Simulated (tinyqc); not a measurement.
MOS capacitor on a p-type substrate, surface potential from the exact charge relation: one step of the calculation.

Uniform p-type substrate, Boltzmann statistics, full ionisation, classical densities. psi is the surface potential against the body (positive when the bands bend down) and u = psi/Vt. Traps are spread evenly over the gap and neutral at flat band, so their charge is -q Dit psi; the minority quasi-Fermi level is shifted by Vb.

Question. Newton step for the surface potential. u = psi/Vt; F^2 = exp(-u) + u - 1 + r (exp(u) - u - 1); Qs = -sign(u) Q0 F; Cs = -dQs/dpsi = (Q0/Vt) |1 - exp(-u) + r (exp(u) - 1)|/(2 F). f = Vfb + psi + (q Dit psi - Qs)/Cox - Vg, f' = 1 + (Cs + q Dit)/Cox, psi(new) = psi - f/f'.

Parameters, values chosen for the exercise; band and dielectric values close to those of silicon: temperature T = 300 K; density of interface traps Dit = 0 cm^-2 eV^-1; gate voltage against the body Vg = -2.29 V.

Constants: q = 1.602176634e-19 C, kB = 1.380649e-23 J/K, Vt = kB T/q. Results are converted to the units shown.

psi after iteration 2 = -0.92356781 V
Cox = 1.3163226 uF/cm^2
Vfb = -0.83101455 V
Q0 = 4.7033500 nC/cm^2
r = 3.1878820e-40

Find: u; F; Qs; Cs; f; f'; psi after iteration 3.

Answer.

u = -35.73
F = 5.723e7
Qs = 2.692e8 nC/cm^2
Cs = 5.206e6 uF/cm^2
f = -2.045e5 V
f' = 3.955e6
psi after iteration 3 = -0.8719 V

This iterate lies far beyond the solution, so its charge is not a physical one.

tinyqc, about 0.01 s, one thread, Intel Xeon 2.30GHz (shared host): `OMP_NUM_THREADS=1 python tinyqc.py 2060156 2060157 out.jsonl`
